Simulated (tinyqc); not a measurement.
Inside a calculation. Method: RHF in the 3-21g basis, for H-, spin multiplicity 1. The basis has no diffuse functions, so it cannot describe the extra electron: this is an exercise in the method, not the real anion. One step of it, computed by the program tinyqc.

Question. Iteration 2: diagonalisation and new density. Diagonalise F' = X^T F X, C = X C', fill 1 alpha and 1 beta electrons from the bottom; D = 2 C_occ C_occ^T. Each column has its largest component positive (the first on a tie).

Fock matrix F (hartree):
```
,1H 1s,1H 2s
1H 1s,0.735161,-0.107454
1H 2s,-0.107454,0.072180
```

X:
```
,1H 1s,1H 2s
1H 1s,1.229980,-0.450512
1H 2s,-0.450512,1.229980
```

Give: F' = X^T F X; orbital energies; coefficients C; D after iteration 2.

Answer.

F' = X^T F X (hartree):
```
,1,2
1,1.2459,-0.6317
2,-0.6317,0.3775
```

orbital energies (hartree): MO1 0.0451, MO2 1.5783

coefficients C:
```
,MO1,MO2
1H 1s,0.1740,1.2983
1H 2s,0.8788,-0.9714
```

D after iteration 2:
```
,1H 1s,1H 2s
1H 1s,0.0605,0.3058
1H 2s,0.3058,1.5445
```
